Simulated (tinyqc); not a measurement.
Film and buried-oxide thickness from two coupling ratios.

Problem. In a depleted film -dVT/dVb is k1 = Cs Cbox/(Cox (Cs + Cbox)) for a front channel and k2 = Cbox (Cox + Cs)/(Cox Cs) for a back channel, with Cox = eps0 eox/tox, Cs = eps0 eps_r/ts, Cbox = 3.9 eps0/tb. Find ts and tb.

Inputs (values chosen for the exercise); band and dielectric values those of a made-up semiconductor: relative permittivity eps_r = 9.74; relative permittivity of the gate insulator (close to aluminium oxide) eox = 9.01; insulator thickness tox = 3.2 nm.

coupling ratios for a front and a back channel: 0.0088108302  0.057283466

Solution. With y = Cox/Cs and z = Cox/Cbox, 1/k1 = y + z and k2 = (1 + y)/z, so y = (k2/k1 - 1)/(1 + k2); the thicknesses follow from y and z.

ts = 18.0 nm
tb = 150 nm

tinyqc, about 0.3 s, one thread, Intel Xeon 2.30GHz (shared host): `OMP_NUM_THREADS=1 python tinyqc.py 2190042 2190043 out.jsonl`
